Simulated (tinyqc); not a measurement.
# Slope factor and drain-induced lowering from three currents

Question. With source and body at 0 V, I = A exp((Vg + dd Vd)/(nf Vt)) (1 - exp(-Vd/Vt)). Find nf, the swing nf Vt ln 10 and dd.

Parameters, values chosen for the exercise: temperature T = 358 K.

Constants: q = 1.602176634e-19 C, kB = 1.380649e-23 J/K, Vt = kB T/q. Results are converted to the units shown.

currents at (Vg, Vd) = (0, 0.05), (0, 0.8) and (0.07, 0.8) V (nA/um): [0.094768919, 0.94355440, 6.5616956]

Solution. The pair at equal Vd gives nf; the pair at equal Vg, after dividing out the factors 1 - exp(-Vd/Vt), gives dd.

nf = 1.17
swing = 83.1 mV/decade
dd = 0.100

Program tinyqc, `OMP_NUM_THREADS=1 python tinyqc.py 2242092 2242093 out.jsonl`; Intel Xeon 2.30GHz, shared host, one thread, about 0.04 s.
